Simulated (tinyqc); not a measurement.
# Inputs raised by 2 %, one at a time

Model: Berg model of reactive sputtering of a nitride or oxide: poisoning, hysteresis and pumping speed. Computed by tinyqc, a small Python program. Command: `OMP_NUM_THREADS=1 python tinyqc.py 3024925 3024926 out.jsonl berg sens`. One thread of a shared host (Intel(R) Xeon(R) Processor @ 2.30GHz), about 0.02 s of CPU time with the checks.

A diatomic gas reacts with bare metal on the target and on the collecting surfaces; ions remove metal and compound from the target. theta_t and theta_c are the compound fractions.

Inputs (values chosen for the exercise, close to those used for tantalum nitride):
```
quantity                          value     unit
ion current density J                13  mA/cm^2
target area A_t                     160     cm^2
collecting area A_c                5900     cm^2
metal yield Y_m                    0.49        -
compound yield Y_c                 0.23        -
sticking coefficient alpha         0.18        -
reactive atoms per metal atom z       1        -
gas mass M                           28        u
pumping speed S                     500      l/s
gas temperature T                   300        K
reactive partial pressure P      0.0051       Pa
```

Constants: e = 1.602176634e-19 C; u = 1.6605390666e-27 kg; k_B = 1.380649e-23 J/K.

Method. Ion flux j = J/e; gas flux F = P/sqrt(2 pi M k_B T). Target: (2/z) alpha F (1 - theta_t) = j Y_c theta_t. Sputtered flows F_c = j Y_c theta_t A_t, F_m = j Y_m (1 - theta_t) A_t. Collector: (2/z) alpha F (1 - theta_c) A_c + F_c (1 - theta_c) = F_m theta_c. Gas use Q = alpha F [(1 - theta_t) A_t + (1 - theta_c) A_c] + P S/(k_B T); 1 sccm = 4.4780e17 molecules/s. Rate R = F_m + F_c, given relative to j Y_m A_t. P is a single-valued function of the flow Q only if dQ/dP > 0 everywhere: S must exceed k_B T times the steepest fall of the surface terms with P.

Runs:
```
input moved                      from      to  critical pumping speed (l/s)  total flow Q (sccm)  theta_c  pressure of the steepest fall (Pa)
base run                            -       -                         78.71                6.801   0.8651                             0.01361
ion current density J (mA/cm^2)    13   13.26                         78.71                6.902   0.8623                             0.01388
target area A_t (cm^2)            160   163.2                         79.42                6.895   0.8628                             0.01374
collecting area A_c (cm^2)       5900    6018                         79.56                6.815   0.8673                             0.01348
metal yield Y_m                  0.49  0.4998                         81.76                6.882   0.8628                             0.01360
compound yield Y_c               0.23  0.2346                         75.70                6.821   0.8646                             0.01389
sticking coefficient alpha       0.18  0.1836                         80.28                6.807   0.8679                             0.01334
pumping speed S (l/s)             500     510                         78.71                6.828   0.8651                             0.01361
```

Exponents ln(y'/y) / ln(x'/x):
```
input                       critical pumping speed  total flow Q  theta_c  pressure of the steepest fall
ion current density J                        0.000         0.749   -0.166                          1.000
target area A_t                              0.456         0.693   -0.133                          0.477
collecting area A_c                          0.540         0.105    0.131                         -0.476
metal yield Y_m                              1.917         0.597   -0.136                         -0.032
compound yield Y_c                          -1.971         0.152   -0.029                          1.050
sticking coefficient alpha                   1.000         0.047    0.163                         -1.000
pumping speed S                              0.000         0.204    0.000                          0.000
```

Among the inputs moved here: critical pumping speed answers most in size to compound yield Y_c (exponent -1.971), next to metal yield Y_m (+1.917); its exponent is below 0.0005 for ion current density J, pumping speed S. Its exponent 0.000 in ion current density J: pressures and flows both scale with the current. Its exponent +1.000 in sticking coefficient alpha: surface pumping is proportional to alpha. Total flow Q answers most in size to ion current density J (exponent +0.749), next to target area A_t (+0.693). theta_c answers most in size to ion current density J (exponent -0.166), and about equally to sticking coefficient alpha (+0.163); its exponent is below 0.0005 for pumping speed S. pressure of the steepest fall answers most in size to compound yield Y_c (exponent +1.050), next to ion current density J (+1.000); its exponent is below 0.0005 for pumping speed S. Its exponent +1.000 in ion current density J: only the ratio of gas flux to ion flux matters. Its exponent -1.000 in sticking coefficient alpha: only alpha F enters the coverages.
